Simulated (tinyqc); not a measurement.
Worked calculation: non-radiative capture by multiphonon emission, one effective mode. Computed by tinyqc, a small Python program that keeps every step. Command: `OMP_NUM_THREADS=1 python tinyqc.py 3010855 3010856 out.jsonl capture walk`. One thread of a shared host (Intel(R) Xeon(R) Processor @ 2.30GHz), about 0.01 s of CPU time with the checks. Intermediate numbers are printed to about 5 digits and carried at full precision; extremes and crossings named in words are read from the listed rows.

The initial state (free carrier plus empty centre) lies dE above the final state; both have the same frequency and are displaced by dQ.

Inputs (values chosen for the exercise, with mass, screening and phonons like those of GaAs):

| quantity | value | unit |
|---|---|---|
| energy released dE | 0.367 | eV |
| phonon energy hbar omega | 16.9 | meV |
| Huang-Rhys factor S | 6.89 | - |
| electron-phonon coupling W | 0.0045 | eV/(u^(1/2) angstrom) |
| cell volume V | 2420 | angstrom^3 |
| degeneracy g | 2 | - |
| broadening b | 14 | meV |
| carrier mass m | 0.0685 | m_0 |
| dielectric constant eps | 13.3 | - |
| temperature T | 300 | K |
| defect density N_t | 3e+14 | cm^-3 |

Centre: attractive.

Constants: hbar^2/u = 4.18015928e-03 eV angstrom^2; k_B = 8.617333262e-05 eV/K; hbar = 6.582119569e-16 eV s; Ry = 13.605693123 eV; k_B = 1.380649e-23 J/K; m_0 = 9.1093837015e-31 kg.

## Geometry of the two curves

dQ = sqrt(2 S (hbar^2/u)/hbar omega); relaxation energy lambda = S hbar omega; phonons needed P = dE/hbar omega; classical barrier E_b = (dE - lambda)^2/(4 lambda); occupation n = 1/(exp(hbar omega/k_B T) - 1).

dQ = 1.8462 u^(1/2) angstrom

lambda = 0.116441 eV

P = 21.716

classical barrier E_b = 0.13479 eV

occupation n = 1.0838

dE exceeds lambda: the inverted case usual for deep centres, in which the curves cross on the far side of the initial minimum.

## Phonon weights near resonance

Huang-Rhys weight for a net emission of p phonons: L_p = exp(-S (2n + 1)) ((n + 1)/n)^(p/2) I_p(2 S sqrt(n (n + 1))), I_p the modified Bessel function. M_p = sum_m w_m <m_i|Q|(m + p)_f>^2 with Q counted from the final minimum and Boltzmann weights w_m for m = 0..24; <m_i|Q|k_f> = sqrt((hbar^2/u)/(2 hbar omega)) [sqrt(k) <m|k-1> + sqrt(k+1) <m|k+1>], with overlaps of oscillators displaced by d = sqrt(2 S) summed on 1500 points from -16 to 16 + d. The delta function is a Gaussian of standard deviation b at dE - p hbar omega.

Weights:

| p | L_p | M_p (u angstrom^2) | Gaussian (1/eV) |
|---|---|---|---|
| 19 | 0.0033110 | 0.039836 | 1.3203e-01 |
| 20 | 0.0019589 | 0.025425 | 3.3346e+00 |
| 21 | 0.0011194 | 0.015629 | 1.9614e+01 |
| 22 | 0.0006184 | 0.009264 | 2.6869e+01 |
| 23 | 0.0003305 | 0.005300 | 8.5721e+00 |
| 24 | 0.0001710 | 0.002929 | 6.3689e-01 |
| 25 | 0.0000858 | 0.001565 | 1.1020e-02 |

## Capture coefficient before scaling

C_0 = V (2 pi/hbar) g W^2 sum_p M_p Gaussian_p. The sum runs over the seven p from round(P) - 3 to round(P) + 3; 1 angstrom^3 = 1e-24 cm^3.

sum_p M_p Gaussian_p = 0.69282 u angstrom^2/eV

C_0 = 6.4819e-10 cm^3/s

Caution: the largest term is not the one nearest energy conservation, so C_0 depends strongly on the broadening b.

## Scaled coefficient, cross-section and lifetime

Sommerfeld factor of an attractive centre: s(k) = 2 pi nu/(1 - exp(-2 pi nu)), nu = sqrt(Ry*/E), Ry* = Ry m/eps^2, averaged over (2/sqrt(pi)) sqrt(x) exp(-x) dx with x = E/k_B T = t^2 (trapezoid, t to 6 in steps of 0.01). C = s C_0; v = sqrt(3 k_B T/m); sigma = C/v; tau = 1/(C N_t).

Sommerfeld factor s = 3.4142

capture coefficient C = 2.2130e-09 cm^3/s

thermal velocity v = 4.4624e+07 cm/s

cross-section sigma = 4.9593e-17 cm^2

capture time = 1.5062e-06 s

## Quantum against classical capture

C_0 = V (2 pi/hbar) g W^2 sum_p M_p Gaussian_p. Here the sum runs over all p. Classical (Marcus) form: replace the sum by Q_c^2 exp(-E_b/k_B T)/sqrt(4 pi lambda k_B T), Q_c = dQ (dE + lambda)/(2 lambda). The last column is -k_B d ln C_0/d(1/T) from this row and the one above.

Against temperature:

| T (K) | C_0, quantum (cm^3/s) | C_0, classical (cm^3/s) | Sommerfeld factor | activation energy (eV) |
|---|---|---|---|---|
| 16 | 4.1765e-12 | 1.0691e-49 | 13.861 | - |
| 29 | 4.2218e-12 | 8.5539e-31 | 10.304 | 3.3180e-05 |
| 49 | 4.9579e-12 | 2.3945e-21 | 7.946 | 9.8410e-04 |
| 78 | 8.9801e-12 | 2.7078e-16 | 6.330 | 6.7464e-03 |
| 120 | 2.7052e-11 | 2.4391e-13 | 5.152 | 2.1178e-02 |
| 180 | 1.0832e-10 | 1.5352e-11 | 4.271 | 4.3039e-02 |
| 270 | 4.5727e-10 | 2.2703e-10 | 3.571 | 6.7016e-02 |
| 430 | 1.8507e-09 | 1.5531e-09 | 2.947 | 8.7421e-02 |

At 16.0 K the quantum value is 3.9e37 times the classical one: C_0 comes from tunnelling out of the lowest level and hardly depends on T. At 430 K the ratio is 1.2. The largest apparent activation energy is 0.087 eV against the classical barrier of 0.135 eV, so an Arrhenius fit understates the barrier, through tunnelling and the broadening b at low T and the T^(-1/2) prefactor at high T. The measured coefficient is C = s C_0, and s changes by a factor 0.21 over these rows, so C changes by 94 where C_0 changes by 440.

Checks made by the program: Bessel formula against the sum over overlaps (relative difference 2e-06).
